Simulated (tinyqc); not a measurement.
# Polarisation and half-bias from two TMR values

Inverse problem. A tunnel junction has TMR = TMR0/(1 + (V/Vh)^2), TMR0 = 2 P1 P2/(1 - P1 P2). Find TMR0, Vh and P2.

Inputs (values chosen for the exercise):
- P1 = 0.65 (spin polarisation of the reference layer)

TMR at 0.1 and 0.5 V (%): [154.30216, 69.150358]

Solution. 1/TMR is linear in V^2, and P1 P2 = TMR0/(2 + TMR0).

TMR0 = 163 %
Vh = 0.430 V
P2 = 0.690

tinyqc, about 0.01 s, one thread, Intel Xeon 2.30GHz (shared host): `OMP_NUM_THREADS=1 python tinyqc.py 2450135 2450136 out.jsonl`
